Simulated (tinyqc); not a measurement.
Worked calculation: extended Hueckel theory, for BeH2. Computed by tinyqc, a small Python program that keeps every step (integrals from PySCF). Settings: charge = 0, K = 1.75, weighted = 1, multiplicity = 1. Command: `OMP_NUM_THREADS=1 python tinyqc.py 26993 26994 out.jsonl` (the two numbers bound the seeds that draw the settings). One thread of a shared host (Intel(R) Xeon(R) Processor @ 2.60GHz), about 0.01 s of CPU time with the checks.

## Overlaps

Geometry (angstrom):
```
atom       x        y       z
Be    0.0000   0.0000  0.0000
H     0.0000   1.3560  0.0000
H     0.0000  -1.3560  0.0000
```

Parameters chosen for this run:
```
element  shell  Slater exponent  H_ii (eV)
Be          2s           0.9750   -10.0000
Be          2p           0.9750    -6.0000
H           1s           1.3000   -13.6000
```

Slater orbitals, each expanded in six Gaussians scaled to its exponent.

overlap S, order 1Be 2s, 1Be 2px, 1Be 2py, 1Be 2pz, 2H 1s, 3H 1s:
$$\begin{pmatrix}
1.0000 & 0.0000 & 0.0000 & 0.0000 & 0.4476 & 0.4476 \\
0.0000 & 1.0000 & 0.0000 & 0.0000 & 0.0000 & 0.0000 \\
0.0000 & 0.0000 & 1.0000 & 0.0000 & 0.5392 & -0.5392 \\
0.0000 & 0.0000 & 0.0000 & 1.0000 & 0.0000 & 0.0000 \\
0.4476 & 0.0000 & 0.5392 & 0.0000 & 1.0000 & 0.0287 \\
0.4476 & 0.0000 & -0.5392 & 0.0000 & 0.0287 & 1.0000
\end{pmatrix}$$

## Wolfsberg-Helmholz matrix

diagonal H_ii (eV): 1Be 2s -10.0000, 1Be 2px -6.0000, 1Be 2py -6.0000, 1Be 2pz -6.0000, 2H 1s -13.6000, 3H 1s -13.6000

K = 1.7500

H_ij = K' S_ij (H_ii + H_jj)/2 for i != j (the diagonal keeps H_ii), with K' = K + D^2 + D^4 (1 - K), D = (H_ii - H_jj)/(H_ii + H_jj), K = 1.75.

H (eV), order 1Be 2s, 1Be 2px, 1Be 2py, 1Be 2pz, 2H 1s, 3H 1s:
$$\begin{pmatrix}
-10.0000 & 0.0000 & 0.0000 & 0.0000 & -9.3643 & -9.3643 \\
0.0000 & -6.0000 & 0.0000 & 0.0000 & 0.0000 & 0.0000 \\
0.0000 & 0.0000 & -6.0000 & 0.0000 & -9.9523 & 9.9523 \\
0.0000 & 0.0000 & 0.0000 & -6.0000 & 0.0000 & 0.0000 \\
-9.3643 & 0.0000 & -9.9523 & 0.0000 & -13.6000 & -0.6834 \\
-9.3643 & 0.0000 & 9.9523 & 0.0000 & -0.6834 & -13.6000
\end{pmatrix}$$

## Orbitals

valence electrons = 4

Solve H C = S C e through S^(-1/2); fill by pairs from the bottom, a degenerate level sharing its electrons equally; each orbital has its largest coefficient positive (the first on a tie).

orbital energies (eV): [-15.7230, -14.4419, -6.0000, -6.0000, 3.2963, 21.4233]

occupations: [2.0000, 2.0000, 0.0000, 0.0000, 0.0000, 0.0000]

coefficients, order 1Be 2s, 1Be 2px, 1Be 2py, 1Be 2pz, 2H 1s, 3H 1s:
$$\begin{pmatrix}
0.3979 & 0.0000 & 0.0000 & 0.0000 & 1.2165 & 0.0000 \\
0.0000 & 0.0000 & -0.2660 & 0.9640 & 0.0000 & 0.0000 \\
0.0000 & 0.2819 & 0.0000 & 0.0000 & 0.0000 & 1.5532 \\
0.0000 & 0.0000 & 0.9640 & 0.2660 & 0.0000 & 0.0000 \\
0.4895 & 0.5495 & 0.0000 & 0.0000 & -0.7461 & -0.9904 \\
0.4895 & -0.5495 & 0.0000 & 0.0000 & -0.7461 & 0.9904
\end{pmatrix}$$

sum of one-electron energies = -60.3298 eV

Within a degenerate level the vectors are fixed only up to a rotation; this is one choice.

## Mulliken analysis

P = C n C^T; charge = valence electrons (Be 2, H 1) minus the sum of (P S)_ii on the atom; overlap population = 2 sum P_ij S_ij between two atoms.

charges: 1Be 0.8417, 2H -0.4208, 3H -0.4208

Overlap populations:
```
pair      value
2-1    0.682775
3-1    0.682775
3-2   -0.007161
```
